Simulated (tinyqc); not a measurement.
Frenkel-Kontorova chain: a misfit dislocation (kink) in a monolayer on a periodic substrate: one step, computed by the program tinyqc. Command: `OMP_NUM_THREADS=1 python tinyqc.py 3000986 3000987 out.jsonl fkchain walk`. One thread of a shared host (Intel(R) Xeon(R) Processor @ 2.30GHz), about 0.02 s of CPU time with the checks.

E = sum_j [(k/2)(x_(j+1) - x_j - b)^2 + (W/2)(1 - cos(2 pi x_j/a))], x_j = a (j + u_j). A kink takes u from 0 to 1: the chain is stretched by one period and has one atom fewer than wells.

Task: Start between two atoms. Discrete chain at f = 0, ends held at u = 0 and 1: E = (k a^2/2) sum (u_(j+1) - u_j)^2 + (W/2) sum (1 - cos 2 pi u_j), gradient g_j = k a^2 (2 u_j - u_(j-1) - u_(j+1)) + pi W sin(2 pi u_j), Hessian 2 k a^2 + 2 pi^2 W cos(2 pi u_j) on the diagonal and -k a^2 beside it. Free atoms j = -n..n-1 start from the continuum shape centred half-way, at j + 1/2.

Inputs (values chosen for the exercise, for a model overlayer):
```
quantity              value           unit
spring constant k      7.08  eV/angstrom^2
substrate period a     3.11       angstrom
corrugation W          5.53             eV
atoms on each side n     10              -
```

kink width l0 = 2.488281

Give: u at the start; E at the start; gradient.

Result:

u at the start: 0.00000  0.00001  0.00005  0.00017  0.00061  0.00217  0.00767  0.02709  0.09509  0.31121  0.68879  0.90491  0.97291  0.99233  0.99783  0.99939  0.99983  0.99995  0.99999  1.00000

E at the start = 17.074 eV

gradient (eV): 0.0000  -0.0002  -0.0008  -0.0027  -0.0094  -0.0332  -0.1166  -0.3839  -0.3691  5.0474  -5.0474  0.3691  0.3839  0.1166  0.0332  0.0094  0.0027  0.0008  0.0002  0.0000

Caution: a corrugation above 1 eV is larger than real overlayers usually show; it is chosen to keep the kink narrow. Caution: for l0 below about 3 the kink spans few atoms, and the continuum kink energy is off by about 2 per cent or more.
